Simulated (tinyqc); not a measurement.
## Trap density from the barrier height

Question. In a partly depleted grain with all boundary traps filled, 2 N W = Qt and VB = q N W^2/(2 eps0 eps_r). Find Qt, W and the doping at which VB would equal Vt.

Values chosen for this exercise: temperature T = 350 K; relative permittivity eps_r = 11.7.

Constants: q = 1.602176634e-19 C, kB = 1.380649e-23 J/K, Vt = kB T/q, eps0 = 8.8541878128e-14 F/cm where lengths are in cm. Results are converted to the units shown.

doping = 2.7e18 cm^-3
barrier height = 0.11456238 V

Answer. Eliminating W gives VB = q Qt^2/(8 eps0 eps_r N), which falls as 1/N.

Qt = 4.00e12 cm^-2
W = 7.41 nm
doping for VB = Vt = 1.03e19 cm^-3

Numbers from tinyqc (`OMP_NUM_THREADS=1 python tinyqc.py 2830177 2830178 out.jsonl`; about 0.01 s on one thread of a shared Intel Xeon 2.30GHz).
